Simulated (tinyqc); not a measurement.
Comparisons within one model: interband optics of a two-band s-p chain from momentum matrix elements. A value that a table varies takes the place of the one given here.

H(k) = [[Es - 2 ts cos ka, 2i V sin ka], [-2i V sin ka, Ep_ + 2 tp cos ka]] in the basis s, p; the lower band is full, with two electrons a cell. The velocity operator times hbar is W = dH/dk (eV angstrom); intra-atomic dipoles are left out.

With w(k) = |<c|W|v>|^2 and D(k) = Ec - Ev, on the mesh k_j = (j + 1/2)/N (2 pi/a): eps(E) = 1 + (8 pi e2/(a Ar)) mean_j (w/D^2) [1/(D - E - i eta) + 1/(D + E + i eta)], e2 = e^2/(4 pi eps0); light polarised along the chains, no local fields.

Constants: e^2/(4 pi eps0) = 14.39964547 eV angstrom; hbar^2/2m0 = 3.80998211 eV angstrom^2.

Parameters, chosen for this exercise:
- a = 3.53 angstrom (period)
- Es = 1.86 eV (upper orbital (s))
- Ep_ = -3.04 eV (lower orbital (p))
- ts = 0.24 eV (s-s hopping)
- tp = 0.32 eV (p-p hopping)
- V = 1.26 eV (s-p hopping)
- Ar = 6.3 angstrom^2 (cross-section per chain)
- eta = 0.15 eV (Lorentzian half width)
- E = 2.24 eV (photon energy)

## Joint density of states against eps2

Mesh of 2000 points. J(E) = mean of (eta/pi)/((E - D)^2 + eta^2). The fourth column is J times the constant (8 pi^2 e2/(a Ar)) mean(w/D^2). R = |(sqrt(eps) - 1)/(sqrt(eps) + 1)|^2.

Spectrum:

| E (eV) | J (1/eV) | eps2 | eps2 with constant element | eps1 | R |
|---|---|---|---|---|---|
| 3.18 | 0.016 | 2.758 | 1.004 | 19.686 | 0.402 |
| 3.59 | 0.059 | 13.242 | 3.731 | 31.707 | 0.509 |
| 4.01 | 0.163 | 33.093 | 10.228 | -1.158 | 0.620 |
| 4.42 | 0.125 | 15.593 | 7.862 | -6.098 | 0.587 |
| 4.83 | 0.116 | 8.681 | 7.300 | -3.458 | 0.502 |
| 5.24 | 0.122 | 5.691 | 7.629 | 0.511 | 0.311 |
| 5.66 | 0.156 | 6.310 | 9.762 | 7.338 | 0.293 |
| 6.07 | 0.405 | 28.059 | 25.389 | 5.206 | 0.565 |
| 6.48 | 0.394 | 15.798 | 24.720 | -10.974 | 0.665 |
| 6.89 | 0.496 | 9.272 | 31.133 | -11.322 | 0.717 |
| 7.31 | 0.172 | 2.722 | 10.783 | -10.751 | 0.872 |
| 7.72 | 0.041 | 0.947 | 2.554 | -7.048 | 0.916 |

Transitions span 3.780 to 7.118 eV. Among the energies listed J peaks at 6.89 eV and eps2 at 4.01 eV. The ratio of eps2 to the constant-element value is 3.24 at 4.01 eV and 0.30 at 6.89 eV: w/D^2 is 5.538 angstrom^2 at the zone centre and 2.184 at the edge.

## Mesh against broadening

eps2 at E for three widths, and eps(0) at eta = 0; the last row is the mesh of 2000 points.

Convergence:

| N | eta = 0.03 eV | eta = 0.1 eV | eta = 0.3 eV | eps(0) |
|---|---|---|---|---|
| 4 | 0.017 | 0.058 | 0.171 | 4.4700 |
| 8 | 0.078 | 0.260 | 0.765 | 8.4969 |
| 16 | 0.111 | 0.369 | 1.078 | 9.3348 |
| 32 | 0.112 | 0.373 | 1.090 | 9.3462 |
| 64 | 0.112 | 0.373 | 1.090 | 9.3462 |
| 128 | 0.112 | 0.373 | 1.090 | 9.3462 |
| 2000 | 0.112 | 0.373 | 1.090 | 9.3462 |

The first N from which eps2 stays within 2 % of the last row is 16 for eta = 0.03, 16 for 0.1 and 16 for 0.3 eV; for eps(0) and 0.1 % it is 32. E lies outside the range of transitions, so eps2 is only the tail of the broadening and grows with eta.

## Static constant against the gap

Es takes the values listed; mesh of 400 points; the Penn-type estimate is 1 + 8 pi c e2 n_eff/(a Ar Dm^2) with Dm the f-weighted mean of D, f = w/(c D), n_eff = 2 mean(f), c = hbar^2/2m0.

Results:

| Es (eV) | smallest D (eV) | Dm (eV) | n_eff | eps(0) | estimate |
|---|---|---|---|---|---|
| 1.56 | 3.480 | 5.007 | 3.368 | 10.918 | 9.331 |
| 1.86 | 3.780 | 5.297 | 3.246 | 9.346 | 8.172 |
| 2.36 | 4.280 | 5.781 | 3.055 | 7.406 | 6.669 |
| 2.86 | 4.780 | 6.264 | 2.881 | 6.034 | 5.553 |
| 3.86 | 5.780 | 7.233 | 2.578 | 4.280 | 4.056 |
| 4.86 | 6.780 | 8.204 | 2.325 | 3.257 | 3.142 |
| 6.86 | 8.780 | 10.157 | 1.932 | 2.199 | 2.161 |

eps(0) - 1 falls from 9.918 to 1.199, as Dm^-2.99; a fixed n_eff would give the power -2, and n_eff goes from 3.368 to 1.932. The single-gap estimate is low by 16.0 % of eps(0) - 1 in the first row and 3.2 % in the last, since 1/D^2 favours the smallest separations. n_eff need not equal the 2 electrons of the cell: a two-orbital basis with chosen hoppings does not obey the free-electron sum rule.

## What moves the optical response

Mesh of 400 points; n_eff = 2 mean(w/(c D)), c = hbar^2/2m0. Each row changes one parameter from the base and keeps the others.

Results:

| case | smallest D (eV) | largest D (eV) | n_eff | eps(0) |
|---|---|---|---|---|
| base | 3.780 | 7.118 | 3.246 | 9.346 |
| a = 3.707 angstrom | 3.780 | 7.118 | 3.579 | 9.765 |
| Es = 2.16 eV | 4.080 | 7.338 | 3.129 | 8.099 |
| ts = 0.288 eV | 3.684 | 7.134 | 3.255 | 9.595 |
| V = 1.386 eV | 3.780 | 7.468 | 3.761 | 10.515 |
| Ar = 6.93 angstrom^2 | 3.780 | 7.118 | 3.246 | 8.587 |

The largest shifts from the base row, up to three for each result and ties (the steps differ in size, so this ranks the rows, not the parameters). smallest D (eV): Es +0.300, ts -0.096; unchanged at the printed digits by a, V and Ar. largest D (eV): V +0.350, Es +0.221, ts +0.017; unchanged at the printed digits by a and Ar. n_eff: V +0.516, a +0.334, Es -0.116; unchanged at the printed digits by Ar. eps(0): Es -1.247, V +1.169, Ar -0.759.

tinyqc: `OMP_NUM_THREADS=1 python tinyqc.py 1651783 1651784 out.jsonl`; about 0.01 s, one thread, shared Intel(R) Xeon(R) Processor @ 2.30GHz.
